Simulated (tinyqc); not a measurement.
The mobility curve: inversion-layer mobility, back-scattering and ballistic limit of a field-effect transistor. Computed by tinyqc, a small Python program. Command: `OMP_NUM_THREADS=1 python tinyqc.py 3009302 3009303 out.jsonl mos walk`. One thread of a shared host (Intel(R) Xeon(R) Processor @ 2.30GHz), about 0.01 s of CPU time with the checks.

The charge at the top of the source barrier is fixed by the gate; series resistance and short-channel effects are left out. F_j are Fermi integrals normalised to exp(eta) in the classical limit.

Inputs (values chosen for the exercise, modelled on a 4H-SiC n-channel):
```
quantity                                       value        unit
weight w of the inversion charge                 0.5           -
permittivity eps                                 9.7           -
phonon mobility at 1 MV/cm and 300 K, mu_ph       84  cm^2/(V s)
roughness mobility at 1 MV/cm, mu_sr              67  cm^2/(V s)
Coulomb mobility at N_inv = 1e12/cm^2, mu_C       26  cm^2/(V s)
electrical oxide thickness t_inv                 3.1          nm
depletion charge N_dep                       3.6e+12      1/cm^2
temperature T                                    400           K
```

Statistics at the top of the barrier: non-degenerate.

Constants: eps_0 = 8.8541878128e-12 F/m; e = 1.602176634e-19 C.

Method. N_inv = 3.9 eps_0 (V_G - V_T)/(e t_inv); effective field E_eff = e (N_dep + w N_inv)/(eps eps_0). mu_phonon = mu_ph (E_eff/1 MV/cm)^(-0.3) (T/300 K)^(-1.75); mu_rough = mu_sr (E_eff/1 MV/cm)^(-2); mu_Coulomb = mu_C (N_inv/1e12 cm^-2) (T/300 K); Matthiessen's rule adds 1/mu.

Mobilities (cm^2/(V s)):
```
V_G - V_T (V)  N_inv (1/cm^2)  E_eff (MV/cm)  phonon  roughness  Coulomb   total
0.03               2.0858e+11         0.6910  56.727     140.31     7.23   6.133
0.06               4.1715e+11         0.7105  56.256     132.73    14.46  10.586
0.12               8.3430e+11         0.7494  55.364     119.31    28.92  16.388
0.20               1.3905e+12         0.8013  54.263     104.36    48.20  20.510
0.35               2.4334e+12         0.8985  52.429      82.98    84.36  23.268
0.50               3.4763e+12         0.9958  50.837      67.56   120.51  23.381
0.75               5.2144e+12         1.1579  48.588      49.97   180.77  21.680
1.00               6.9525e+12         1.3201  46.715      38.45   241.02  19.394
1.50               1.0429e+13         1.6443  43.736      24.78   361.53  15.155
```

What does the comparison show, and why?

The lowest part is Coulomb from 0.0300 to 0.200, phonon from 0.350 to 0.750, roughness from 1.00 to 1.50 V. The total peaks at 23 near E_eff = 1.00 MV/cm: screening lifts it at low density and the field presses it down at high density.

Extremes, crossings and ranges named in words are read from the listed rows.
